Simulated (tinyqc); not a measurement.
Plane-wave Kohn-Sham cycle with exchange-only LDA in a layered model solid, step by step. One step of it, computed by the program tinyqc.

Question. Iteration 2: Hamiltonian at one k. H(m,m') = (k + G_m)^2/2 delta + V(G_m - G_m'), with V(-G) = V(G).

A solid whose potential varies along x alone (atomic units):
```
parameter                      value
period a                   11.000000
cross-section of the cell  18.000000
electrons per cell                 2
grid points                       16
plane waves -n..n, n               2
k points                           4
V1 in V1 cos(2 pi x/a)     -0.360000
```

V(G_m), m = 0, 1, 2, ... (hartree): -0.191711  0.010225  0.013904  0.003386  0.000580

k = 0.125000 2 pi / a

Give: H.

Answer.

H (hartree), lower triangle:
```
        -2       -1       +0      +1      +2
-2  0.3818
-1  0.0102  -0.0668
+0  0.0139   0.0102  -0.1892
+1  0.0034   0.0139   0.0102  0.0148
+2  0.0006   0.0034   0.0139  0.0102  0.5449
```
